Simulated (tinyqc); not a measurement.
Microkinetic model of low-temperature epitaxy from hydride gases: adsorption, hydrogen desorption and rate control: one step, computed by the program tinyqc. Command: `OMP_NUM_THREADS=1 python tinyqc.py 3000362 3000363 out.jsonl hepi walk`. One thread of a shared host (Intel(R) Xeon(R) Processor @ 2.30GHz), about 0.01 s of CPU time with the checks.

Each hydride molecule needs two free sites and leaves four hydrogen atoms, of which two leave at once as H2; theta is the hydrogen coverage, the site density is 6.78 per nm^2 and one layer is 1.358 angstrom thick.

Problem. Rate constants. Flux per site F = p/(sqrt(2 pi M k_B T) x 6.78e18 per m^2), M = 32.12 u (silane), 2.016 u (hydrogen); s = s0 exp(-E_s/(k_B T)); k_S = s F_S = k; k_H = s_H F_H; k_d = nu_d exp(-E_d/(k_B T)). Temperatures in kelvin are T(C) + 273.15.

Inputs (values chosen for the exercise, close to those used for silane on Si(001)): silane pressure p_S = 0.46 Pa; sticking prefactor of silane s0 = 0.027; adsorption barrier E_s = 0.31 eV; desorption prefactor nu_d = 9.7e+11 1/s; desorption energy on silicon E_d = 2.01 eV; hydrogen carrier pressure p_H = 0 Pa; sticking of hydrogen s_H = 1.1e-08; temperature T = 790 C.

Film: silicon. Order of hydrogen desorption: first.

Constants: k_B = 8.617333262e-05 eV/K; u = 1.6605390666e-27 kg; k_B = 1.380649e-23 J/K.

Give: k; k_H; k_d.

Solution.

k = 0.8860 1/s

k_H = 0 1/s

k_d = 287.4 1/s
